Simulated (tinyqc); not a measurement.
Inside a calculation. Method: RHF in the 6-31g basis, for H2, spin multiplicity 1. One step of it, computed by the program tinyqc.

Problem. Iteration 2: building the Fock matrix. J_ij = sum D_kl (ij|kl), K_ij = sum D_kl (ik|jl); F = H + J - 0.5 K; E = tr D H + tr D J / 2 - 0.25 tr D K + E_nn.

D after iteration 1, order 1H 1s, 1H 2s, 2H 1s, 2H 2s:
$$\begin{pmatrix}
0.115663 & 0.181363 & 0.115663 & 0.181363 \\
0.181363 & 0.284384 & 0.181363 & 0.284384 \\
0.115663 & 0.181363 & 0.115663 & 0.181363 \\
0.181363 & 0.284384 & 0.181363 & 0.284384
\end{pmatrix}$$

core Hamiltonian H = T + V (hartree), order 1H 1s, 1H 2s, 2H 1s, 2H 2s:
$$\begin{pmatrix}
-0.741839 & -0.799036 & -0.377767 & -0.528473 \\
-0.799036 & -0.836315 & -0.528473 & -0.682700 \\
-0.377767 & -0.528473 & -0.741839 & -0.799036 \\
-0.528473 & -0.682700 & -0.799036 & -0.836315
\end{pmatrix}$$

Two-electron integrals (ij|kl) in chemists' order, unique and non-zero (hartree):
```
(11|11) 1.076566   (21|11) 0.578470   (21|21) 0.329423   (22|11) 0.587396
(22|21) 0.361304   (22|22) 0.453150   (31|11) 0.155179   (31|21) 0.091248
(31|22) 0.104710   (31|31) 0.036433   (32|11) 0.206677   (32|21) 0.129785
(32|22) 0.167894   (32|31) 0.057171   (32|32) 0.106497   (33|11) 0.479515
(33|21) 0.309619   (33|22) 0.421954   (33|31) 0.155179   (33|32) 0.320133
(33|33) 1.076566   (41|11) 0.320133   (41|21) 0.183658   (41|22) 0.203805
(41|31) 0.057171   (41|32) 0.083834   (41|33) 0.206677   (41|41) 0.106497
(42|11) 0.379735   (42|21) 0.236230   (42|22) 0.303961   (42|31) 0.081065
(42|32) 0.141315   (42|33) 0.379735   (42|41) 0.141315   (42|42) 0.228022
(43|11) 0.309619   (43|21) 0.198455   (43|22) 0.269117   (43|31) 0.091248
(43|32) 0.183658   (43|33) 0.578470   (43|41) 0.129785   (43|42) 0.236230
(43|43) 0.329423   (44|11) 0.421954   (44|21) 0.269117   (44|22) 0.367710
(44|31) 0.104710   (44|32) 0.203805   (44|33) 0.587396   (44|41) 0.167894
(44|42) 0.303961   (44|43) 0.361304   (44|44) 0.453150
```

nuclear repulsion = 0.48459452 hartree

Give: Coulomb J; exchange K; Fock matrix F; total energy of this density.

Solution.

Coulomb J (hartree), order 1H 1s, 1H 2s, 2H 1s, 2H 2s:
$$\begin{pmatrix}
1.232 & 0.743 & 0.258 & 0.443 \\
0.743 & 0.911 & 0.443 & 0.683 \\
0.258 & 0.443 & 1.232 & 0.743 \\
0.443 & 0.683 & 0.743 & 0.911
\end{pmatrix}$$

exchange K (hartree), order 1H 1s, 1H 2s, 2H 1s, 2H 2s:
$$\begin{pmatrix}
0.773 & 0.717 & 0.491 & 0.613 \\
0.717 & 0.776 & 0.613 & 0.726 \\
0.491 & 0.613 & 0.773 & 0.717 \\
0.613 & 0.726 & 0.717 & 0.776
\end{pmatrix}$$

Fock matrix F (hartree), order 1H 1s, 1H 2s, 2H 1s, 2H 2s:
$$\begin{pmatrix}
0.104 & -0.415 & -0.365 & -0.392 \\
-0.415 & -0.314 & -0.392 & -0.363 \\
-0.365 & -0.392 & 0.104 & -0.415 \\
-0.392 & -0.363 & -0.415 & -0.314
\end{pmatrix}$$

total energy of this density = -1.07360 hartree
